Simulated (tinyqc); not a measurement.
Inside a calculation. Method: RKS/BLYP in the sto-6g basis, for H3-, spin multiplicity 1. The basis has no diffuse functions, so it cannot describe the extra electron: this is an exercise in the method, not the real anion. Computed by tinyqc, a small Python program that keeps every step (integrals from PySCF). Settings: charge = -1, multiplicity = 1, basis = sto-6g, energy threshold = 1e-10, iteration cap = 75, orthogonalisation = symmetric, start = random, DIIS depth = 3, method = RKS, functional = blyp, grid = [15, 86]. Command: `OMP_NUM_THREADS=1 python tinyqc.py 31208 31209 out.jsonl` (the two numbers bound the seeds that draw the settings). One thread of a shared host (Intel(R) Xeon(R) Processor @ 2.60GHz), about 0.3 s of CPU time with the checks. Later iterations appear only in the table of the cycle.

## One-electron integrals

Geometry (angstrom):
```
atom,x,y,z
H,0.0000,0.0000,0.0000
H,0.0000,0.0000,0.8660
H,0.0000,0.0000,-0.8660
```

Basis sto-6g: exponents (1/bohr^2) and contraction coefficients of normalised primitives:
```
element,l (shell),exponent,coefficient
H,s (1),35.5232,0.0092
H,s (1),6.5131,0.0494
H,s (1),1.8221,0.1685
H,s (1),0.6260,0.3706
H,s (1),0.2431,0.4165
H,s (1),0.1001,0.1303
```

Overlap, kinetic and nuclear-attraction integrals over the contracted functions; the nuclear repulsion is the sum of Za Zb / Rab.

nuclear repulsion = 1.527648 hartree

overlap S, lower triangle:
```
,1H 1s,2H 1s,3H 1s
1H 1s,1.0000
2H 1s,0.5786,1.0000
3H 1s,0.5786,0.1822,1.0000
```

kinetic energy T (hartree), lower triangle:
```
,1H 1s,2H 1s,3H 1s
1H 1s,0.7685
2H 1s,0.1674,0.7685
3H 1s,0.1674,-0.0057,0.7685
```

nuclear attraction V (hartree), lower triangle:
```
,1H 1s,2H 1s,3H 1s
1H 1s,-2.3977
2H 1s,-1.2247,-2.1237
3H 1s,-1.2247,-0.3557,-2.1237
```

core Hamiltonian H = T + V (hartree), lower triangle:
```
,1H 1s,2H 1s,3H 1s
1H 1s,-1.6292
2H 1s,-1.0573,-1.3552
3H 1s,-1.0573,-0.3614,-1.3552
```

## Two-electron integrals

Functions are numbered as in S; the eight-fold symmetry (ij|kl) = (ji|kl) = (kl|ij) leaves the list below.

Two-electron integrals (ij|kl) in chemists' order, unique and non-zero (hartree):
```
i,j,k,l,(ij|kl)
1,1,1,1,0.7750
2,1,1,1,0.3754
2,1,2,1,0.2216
2,2,1,1,0.5237
2,2,2,1,0.3754
2,2,2,2,0.7750
3,1,1,1,0.3754
3,1,2,1,0.1697
3,1,2,2,0.2278
3,1,3,1,0.2216
3,2,1,1,0.1120
3,2,2,1,0.0589
3,2,2,2,0.0913
3,2,3,1,0.0589
3,2,3,2,0.0179
3,3,1,1,0.5237
3,3,2,1,0.2278
3,3,2,2,0.3028
3,3,3,1,0.3754
3,3,3,2,0.0913
3,3,3,3,0.7750
```

## Orthogonalisation

S = U s U^T; symmetric (Loewdin) form X = U s^(-1/2) U^T, so that X^T S X = 1.

eigenvalues of S: 0.2679  0.8178  1.9144

X, lower triangle:
```
,1H 1s,2H 1s,3H 1s
1H 1s,1.3944
2H 1s,-0.4250,1.1832
3H 1s,-0.4250,0.0774,1.1832
```

## Starting guess

The start is random orthonormal orbitals; D = 2 C_occ C_occ^T.

D at the start, lower triangle:
```
,1H 1s,2H 1s,3H 1s
1H 1s,2.4928
2H 1s,-1.7830,3.0671
3H 1s,-2.5258,0.7875,3.1388
```

## Iteration 1: exchange-correlation on the grid

Becke grid with 15 radial and 86 angular points per atom, points of zero weight dropped. rho = sum D_ij phi_i phi_j; V_xc,ij = sum w v_xc phi_i phi_j plus the gradient terms; v_xc is d(rho eps)/d rho at fixed gradient.

The 8 grid points with the largest w rho, of 3846 (bohr, atomic units):
```
x,y,z,w,rho,|grad rho|^2,eps_xc,v_xc
0.4375,0.0000,2.7206,0.0853,0.0880,0.0483,-0.4033,-0.4538
0.0000,-0.4375,2.7206,0.0853,0.0880,0.0483,-0.4033,-0.4538
0.0000,0.4375,2.7206,0.0853,0.0880,0.0483,-0.4033,-0.4538
-0.4375,0.0000,2.7206,0.0853,0.0880,0.0483,-0.4033,-0.4538
0.0000,0.0000,2.8055,0.0833,0.0888,0.0490,-0.4042,-0.4550
-0.2210,0.8117,2.4482,0.0857,0.0851,0.0460,-0.4001,-0.4489
0.2210,0.8117,2.4482,0.0857,0.0851,0.0460,-0.4001,-0.4489
-0.2210,-0.8117,2.4482,0.0857,0.0851,0.0460,-0.4001,-0.4489
```

electrons on the grid, sum of w rho = 4.0002

E_xc = sum of w rho eps_xc = -1.799716 hartree

V_xc (hartree), lower triangle:
```
,1H 1s,2H 1s,3H 1s
1H 1s,-0.4335
2H 1s,-0.2545,-0.5358
3H 1s,-0.2430,-0.0711,-0.5092
```

## Iteration 1: building the Kohn-Sham matrix

J_ij = sum D_kl (ij|kl); F = H + J + V_xc; E = tr D H + tr D J / 2 + E_xc + E_nn.

Coulomb J (hartree), lower triangle:
```
,1H 1s,2H 1s,3H 1s
1H 1s,2.1236
2H 1s,1.2477,2.2872
3H 1s,1.1813,0.3658,2.1018
```

Kohn-Sham matrix F (hartree), lower triangle:
```
,1H 1s,2H 1s,3H 1s
1H 1s,0.0609
2H 1s,-0.0641,0.3963
3H 1s,-0.1190,-0.0666,0.2374
```

total energy of this density = 0.331473 hartree

## Iteration 1: diagonalisation and new density

Diagonalise F' = X^T F X, C = X C', fill 2 alpha and 2 beta electrons from the bottom; D = 2 C_occ C_occ^T. Each column has its largest component positive (the first on a tie).

F' = X^T F X (hartree), lower triangle:
```
,1,2,3
1,0.4257
2,-0.3590,0.6272
3,-0.3690,0.0733,0.4574
```

orbital energies (hartree): MO1 -0.0103, MO2 0.4701, MO3 1.0505

coefficients C:
```
,MO1,MO2,MO3
1H 1s,0.6721,-0.2271,1.3425
2H 1s,0.1511,-0.7020,-1.0348
3H 1s,0.3460,0.8411,-0.8714
```

D after iteration 1, lower triangle:
```
,1H 1s,2H 1s,3H 1s
1H 1s,1.0066
2H 1s,0.5219,1.0312
3H 1s,0.0831,-1.0762,1.6543
```

## Iteration 2: exchange-correlation on the grid

As before.

The 8 grid points with the largest w rho, of 3846 (bohr, atomic units):
```
x,y,z,w,rho,|grad rho|^2,eps_xc,v_xc
0.8117,0.8117,-1.4155,0.0823,0.0604,0.0207,-0.3611,-0.4029
0.8117,-0.8117,-1.4155,0.0823,0.0604,0.0207,-0.3611,-0.4029
-0.8117,-0.8117,-1.4155,0.0823,0.0604,0.0207,-0.3611,-0.4029
-0.8117,0.8117,-1.4155,0.0823,0.0604,0.0207,-0.3611,-0.4029
-0.4375,-1.0841,-1.6365,0.0844,0.0581,0.0201,-0.3587,-0.3982
-1.0841,0.4375,-1.6365,0.0844,0.0581,0.0201,-0.3587,-0.3982
1.0841,-0.4375,-1.6365,0.0844,0.0581,0.0201,-0.3587,-0.3982
-1.0841,-0.4375,-1.6365,0.0844,0.0581,0.0201,-0.3587,-0.3982
```

electrons on the grid, sum of w rho = 3.9998

E_xc = sum of w rho eps_xc = -1.575658 hartree

V_xc (hartree), lower triangle:
```
,1H 1s,2H 1s,3H 1s
1H 1s,-0.5122
2H 1s,-0.2711,-0.4813
3H 1s,-0.2763,-0.0788,-0.5122
```

## Iteration 2: building the Kohn-Sham matrix

As before.

Coulomb J (hartree), lower triangle:
```
,1H 1s,2H 1s,3H 1s
1H 1s,2.3998
2H 1s,1.2745,2.0606
3H 1s,1.3210,0.3907,2.2253
```

Kohn-Sham matrix F (hartree), lower triangle:
```
,1H 1s,2H 1s,3H 1s
1H 1s,0.2584
2H 1s,-0.0540,0.2241
3H 1s,-0.0127,-0.0494,0.3579
```

total energy of this density = -1.363632 hartree

## Iteration 2: DIIS over 2 matrices

error matrix X^T (FDS - SDF) X:
```
,1,2,3
1,0.0000,0.3549,0.0936
2,-0.3549,0.0000,0.1722
3,-0.0936,-0.1722,0.0000
```

B (overlaps of the stored error matrices):
```
,1,2
1,7.6877845e-01,-3.3378305e-01
2,-3.3378305e-01,3.2882723e-01
```

Minimise |sum c_i e_i|^2 with sum c_i = 1: solve [B -1; -1 0][c; lambda] = [0; -1] with B_ij = tr e_i^T e_j, and take F = sum c_i F_i.

DIIS coefficients: 0.3754  0.6246

extrapolated F (hartree), lower triangle:
```
,1H 1s,2H 1s,3H 1s
1H 1s,0.1843
2H 1s,-0.0578,0.2888
3H 1s,-0.0526,-0.0559,0.3127
```

## Iteration 2: diagonalisation and new density

As before.

F' = X^T F X (hartree), lower triangle:
```
,1,2,3
1,0.5775
2,-0.3556,0.4907
3,-0.3589,0.0689,0.5192
```

orbital energies (hartree): MO1 0.0702, MO2 0.4360, MO3 1.0812

coefficients C:
```
,MO1,MO2,MO3
1H 1s,0.5579,-0.0385,1.4116
2H 1s,0.3497,0.7908,-0.9159
3H 1s,0.3135,-0.7724,-0.9442
```

D after iteration 2, lower triangle:
```
,1H 1s,2H 1s,3H 1s
1H 1s,0.6255
2H 1s,0.3293,1.4953
3H 1s,0.4093,-1.0023,1.3898
```

## Iteration 7 (converged): orbitals

converged F (hartree), lower triangle:
```
,1H 1s,2H 1s,3H 1s
1H 1s,0.1971
2H 1s,-0.0546,0.2846
3H 1s,-0.0546,-0.0554,0.2846
```

As before.

F' = X^T F X (hartree), lower triangle:
```
,1,2,3
1,0.5953
2,-0.3552,0.4840
3,-0.3552,0.0683,0.4840
```

orbital energies (hartree): MO1 0.0710, MO2 0.4158, MO3 1.0766

coefficients C:
```
,MO1,MO2,MO3
1H 1s,0.5307,0.0000,1.4226
2H 1s,0.3496,0.7819,-0.9235
3H 1s,0.3496,-0.7819,-0.9235
```

D after iteration 7, lower triangle:
```
,1H 1s,2H 1s,3H 1s
1H 1s,0.5633
2H 1s,0.3711,1.4673
3H 1s,0.3711,-0.9784,1.4673
```

## Convergence

Stop when the energy changes by less than 1e-10 hartree and every element of the error matrix X^T (F D S - S D F) X is below 3e-06.

Course of the cycle:
```
iteration,E (hartree),change,largest element of the error matrix
1,0.331473,-,4.48e-01
2,-1.363632,-1.70e+00,3.55e-01
3,-1.425184,-6.16e-02,5.79e-02
4,-1.426527,-1.34e-03,2.34e-02
5,-1.426948,-4.21e-04,1.76e-04
6,-1.426948,-2.06e-08,2.70e-07
7,-1.426948,-4.04e-14,5.07e-11
```

PySCF RKS in the same basis, fine grid = -1.427020 hartree

Converged in 7 iterations. The coarse grid moves the energy by +7.20e-05 hartree.

## Populations, bond orders and dipole

Mulliken: Z minus the diagonal of D S on the atom; Loewdin: the same with S^(1/2) D S^(1/2); Mayer order: 2 sum_s sum (D(s) S)_ij (D(s) S)_ji over the two atoms.

Charges (e):
```
atom,Mulliken,Loewdin
1H,0.0073,0.0428
2H,-0.5037,-0.5214
3H,-0.5037,-0.5214
```

Mayer bond orders:
```
pair,order
2-1,0.5000
3-1,0.5000
3-2,0.2463
```

dipole moment about the origin, x y z (debye): 0.0000  0.0000  0.0000
